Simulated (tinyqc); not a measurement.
Worked calculation: ROHF in the sto-3g basis, for H4+, spin multiplicity 2. One step of it, computed by the program tinyqc.

Question. Iteration 3: Roothaan effective Fock matrix. With projectors Pc = D(beta) S, Po = (D(alpha) - D(beta)) S, Pv = 1 - D(alpha) S, the block xy is Px^T F Py; with Fc = (F(alpha) + F(beta))/2, the blocks are Fc for cc, oo, vv and cv, F(beta) for co and F(alpha) for ov.

F(alpha) (hartree):
```
           1H 1s      2H 1s      3H 1s      4H 1s
1H 1s  -0.641584  -0.683101  -0.028474   0.001691
2H 1s  -0.683101  -0.669534  -0.111404  -0.028474
3H 1s  -0.028474  -0.111404  -0.669534  -0.683101
4H 1s   0.001691  -0.028474  -0.683101  -0.641584
```

F(beta) (hartree):
```
           1H 1s      2H 1s      3H 1s      4H 1s
1H 1s  -0.373142  -0.472819  -0.086189  -0.052204
2H 1s  -0.472819  -0.420497  -0.173889  -0.086189
3H 1s  -0.086189  -0.173889  -0.420497  -0.472819
4H 1s  -0.052204  -0.086189  -0.472819  -0.373142
```

D(alpha) after iteration 2:
```
           1H 1s      2H 1s      3H 1s      4H 1s
1H 1s   0.306057   0.331396  -0.017123  -0.040581
2H 1s   0.331396   0.361225   0.010814  -0.017123
3H 1s  -0.017123   0.010814   0.361225   0.331396
4H 1s  -0.040581  -0.017123   0.331396   0.306057
```

D(beta) after iteration 2:
```
          1H 1s     2H 1s     3H 1s     4H 1s
1H 1s  0.132738  0.157136  0.157136  0.132738
2H 1s  0.157136  0.186019  0.186019  0.157136
3H 1s  0.157136  0.186019  0.186019  0.157136
4H 1s  0.132738  0.157136  0.157136  0.132738
```

overlap S:
```
          1H 1s     2H 1s     3H 1s     4H 1s
1H 1s  1.000000  0.501210  0.015041  0.001430
2H 1s  0.501210  1.000000  0.101114  0.015041
3H 1s  0.015041  0.101114  1.000000  0.501210
4H 1s  0.001430  0.015041  0.501210  1.000000
```

Give: effective F.

Answer.

effective F (hartree):
```
        1H 1s   2H 1s   3H 1s   4H 1s
1H 1s  -0.504  -0.578  -0.057  -0.029
2H 1s  -0.578  -0.549  -0.139  -0.057
3H 1s  -0.057  -0.139  -0.549  -0.578
4H 1s  -0.029  -0.057  -0.578  -0.504
```
